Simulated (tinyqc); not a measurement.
## Voltage drop against the pad pitch

A grid of 17 by 17 nodes with segments Rx (rows) and Ry (columns); every node draws I1 and the central node kh I1; pads with resistance Rp sit at the nodes whose row and column are multiples of the pitch, counting from 0. The drops u = Vdd - V follow from G u = i, with G the conductance matrix and i the load currents, solved directly.

Values chosen for this exercise:

| symbol | value | unit | meaning |
|---|---|---|---|
| Vdd | 0.7 | V | supply voltage |
| Rx | 1.8 | ohm | resistance of a horizontal segment |
| Ry | 1.1 | ohm | resistance of a vertical segment |
| Rp | 0.52 | ohm | resistance from a pad node to the supply |
| kh | 5 |  | factor on the load at the hot node |
| I1 | 0.07 | mA | load current of a node in the large grid |

Voltage drop against the pad pitch:
columns A: pitch (nodes); B: pads; C: worst drop (mV); D: mean drop (mV); E: largest drop at a pad (mV); F: largest pad current (mA); G: worst drop over Vdd (%)
```
A     B       C        D       E       F        G
1   289  0.1012  0.03690  0.1012  0.1946  0.01446
2    81  0.2663   0.1920  0.2223  0.4276  0.03804
4    25   1.045   0.8243  0.6290   1.210   0.1493
8     9   3.685    3.187   1.830   3.520   0.5265
16    4   13.18    11.28   2.666   5.128    1.883
```

The worst drop goes from 0.101 to 13.2 mV while the number of pads falls from 289 to 4; between the last two rows it goes as pitch^(1.84). The largest drop at a pad is 100 % of the worst drop in the first row and 20.2 % in the last; the rest falls along the wires.

Numbers from tinyqc (`OMP_NUM_THREADS=1 python tinyqc.py 2770197 2770198 out.jsonl`; about 0.1 s on one thread of a shared Intel Xeon 2.30GHz).
